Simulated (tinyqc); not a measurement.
# CMOS inverter, nodal equation and switching: effect of the gain factor of the pull-up transistor

An n-channel pull-down (bn, VTn) and a p-channel pull-up (bp, VTp) share the input Vin and the output node Vout, which carries the load C. Transistor (EKV form, voltages against the body): I = 2 n b Vt^2 [F(vp - Vs) - F(vp - Vd)] from drain to source, F(v) = ln^2(1 + exp(v/(2 Vt))), vp = (Vg - VT + sg |Vd - Vs|)/n. n-channel bodies are at 0; for the p-channel device all voltages are counted down from Vdd. b in uA/V^2 gives I in uA. Static: In = Ip. Transient: C dVout/dt = Ip - In. No velocity saturation, no gate capacitance beyond C.

VM solves In = Ip with Vin = Vout; VIL and VIH are the inputs of gain -1, NML = VIL - Vout(VIH), NMH = Vout(VIL) - VIH. For a step input the delay to Vdd/2 is tHL = C times the integral of dV/(In - Ip) from Vdd/2 to Vdd at Vin = Vdd, and tLH likewise with Ip - In from 0 to Vdd/2 at Vin = 0.

Values chosen for this exercise:
```
symbol  value    unit                                  meaning
T         400       K                              temperature
Vdd      0.75       V                           supply voltage
n        1.32                                     slope factor
sg      0.082                   drain-induced barrier lowering
VTn      0.27       V                      n-channel threshold
VTp      0.45       V          p-channel threshold (magnitude)
bn        750  uA/V^2  gain factor of the pull-down transistor
C        0.49      fF                         load capacitance
```

Constants: q = 1.602176634e-19 C, kB = 1.380649e-23 J/K, Vt = kB T/q. Results are converted to the units shown.

Effect of the gain factor of the pull-up transistor:

| bp (uA/V^2) | VM (V) | gain at VM | NML (V) | NMH (V) | tHL (ps) | tLH (ps) |
|---|---|---|---|---|---|---|
| 150 | 0.2389 | -11.92 | 0.1372 | 0.4330 | 2.342 | 26.77 |
| 230 | 0.2529 | -11.99 | 0.1528 | 0.4179 | 2.342 | 17.45 |
| 350 | 0.2668 | -12.04 | 0.1681 | 0.4029 | 2.342 | 11.46 |
| 540 | 0.2810 | -12.08 | 0.1838 | 0.3874 | 2.342 | 7.430 |
| 830 | 0.2952 | -12.11 | 0.1992 | 0.3720 | 2.342 | 4.833 |
| 1300 | 0.3099 | -12.13 | 0.2153 | 0.3558 | 2.342 | 3.086 |
| 2000 | 0.3241 | -12.15 | 0.2307 | 0.3401 | 2.342 | 2.006 |
| 3000 | 0.3375 | -12.16 | 0.2451 | 0.3254 | 2.342 | 1.337 |

Read the table: what changes, and by how much?

As bp goes from 150 to 3000 uA/V^2, VM rises from 0.239 to 0.337 V, the size of the gain rises from 11.9 to 12.2, tHL stays near 2.34 ps and tLH falls from 26.8 to 1.34 ps. The smaller margin is largest, 0.245 V, at bp = 3000 uA/V^2 among the rows. A stronger pull-up raises VM and trades low-side against high-side margin.

Computed by the program tinyqc: `OMP_NUM_THREADS=1 python tinyqc.py 2340146 2340147 out.jsonl`, one thread of a shared Intel Xeon 2.30GHz, about 0.06 s for the whole run.
